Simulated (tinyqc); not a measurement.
Chemical shift by three methods: effective-mass impurity with a central-cell term, in a basis of Slater functions. Computed by tinyqc, a small Python program. Command: `OMP_NUM_THREADS=1 python tinyqc.py 3018482 3018483 out.jsonl centralcell walk`. One thread of a shared host (Intel(R) Xeon(R) Processor @ 2.30GHz), about 0.01 s of CPU time with the checks.

The envelope obeys H = -nabla^2 - (2/r) [Z + A exp(-kappa r)] in effective units, with kappa = a*/lambda; positive A deepens the well near the core.

Inputs (values chosen for the exercise, with mass and screening modelled on ZnO):
```
quantity                   value      unit
effective mass m           0.264       m_0
dielectric constant eps     8.48         -
charge Z of the core           1         -
central-cell strength A      2.5         -
central-cell range lambda    2.4  angstrom
```

Impurity: donor, one isotropic band.

Constants: Ry = 13.605693123 eV; a_0 = 0.529177210903 angstrom.

Method:
- Units: Ry* = Ry m/eps^2 and a* = a_0 eps/m, with m in m_0.
- kappa = a*/lambda; the hydrogenic ground state is bound by Z^2 Ry*.
- For s functions exp(-zeta r), with s = zeta_i + zeta_j: S = 2/s^3, T = zeta_i zeta_j S, V = -2 Z/s^2, W = -2 A/(s + kappa)^2; each function is normalised by dividing by sqrt(S_ii S_jj).
- Large basis: zeta_i = 0.06 x 1.6^(i-1), i = 1..22, same formulas; for p functions r exp(-zeta r): S = 24/s^5, T = zeta_i zeta_j S (centrifugal term included), V = -12 Z/s^4, W = -12 A/(s + kappa)^4; overlap eigenvalues below 1e-11 are dropped.
- First order: shift = 8 A Z^3/(2 Z + kappa)^2 Ry*. One exponent: minimise zeta^2 - 2 Z zeta - 8 A zeta^3/(2 zeta + kappa)^2 by golden section on 0.2 to 6 Z. All shifts are the binding beyond Z^2 Ry*.

kappa = 7.08242 1/a*

Ry* = 49.9497 meV

hydrogenic binding energy = 49.9497 meV

Shift of the 1s binding energy (meV):
```
A       first order  one exponent  large basis
-2.500      -12.110        -8.764       -7.754
-1.250       -6.055        -5.070       -4.733
0.250         1.211         1.261        1.281
0.625         3.028         3.366        3.506
1.250         6.055         7.601        8.279
2.500        12.110        20.772       24.796
3.120        15.114        31.810       39.276
```

What does the comparison show, and why?

The three columns are ordered, first order <= one exponent <= large basis, since each is a variational bound with more freedom. At the largest attractive A first order gives 38 % and one exponent 81 % of the shift; at the most repulsive A the true shift is -7.754 meV against -12.110. Attraction pulls the envelope in and feeds itself, repulsion pushes it out and saturates.

Extremes, crossings and ranges named in words are read from the listed rows.
